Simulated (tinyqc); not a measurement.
Thermodynamics of metal silicides: hull, first phase, silicon consumed, nucleation and stability against SiO2: one step, computed by the program tinyqc.

Entropies of formation of the solids are neglected, so heats stand for free energies. Si fractions: M5Si3 0.3750, MSi 0.5000, MSi2 0.6667.

Problem. First phase. Effective heat of formation: at the interface the mixture has the Si fraction x_e; the limiting element scales the heat, H_eff = H x_e/x if x_e < x, H (1 - x_e)/(1 - x) otherwise. The rule names the most negative as the first phase; its restriction to congruently melting phases is left out here.

Inputs (values chosen for the exercise, of the order of those of titanium silicides for heats and volumes only):
```
quantity,value,unit
heat of formation of M5Si3,-69.7,kJ/mol atoms
heat of formation of MSi,-64,kJ/mol atoms
heat of formation of MSi2,-44.6,kJ/mol atoms
Si fraction x_e at the lowest liquidus,0.22,-
```

Phases: M5Si3, MSi, MSi2.

Give: H_eff; most negative H_eff.

Solution.

H_eff (kJ/mol atoms): M5Si3 -40.89, MSi -28.16, MSi2 -14.72

most negative H_eff = -40.89 kJ/mol atoms

The rule picks M5Si3, ahead of MSi by 12.7 kJ/mol. The rule is empirical and ignores nucleation barriers.
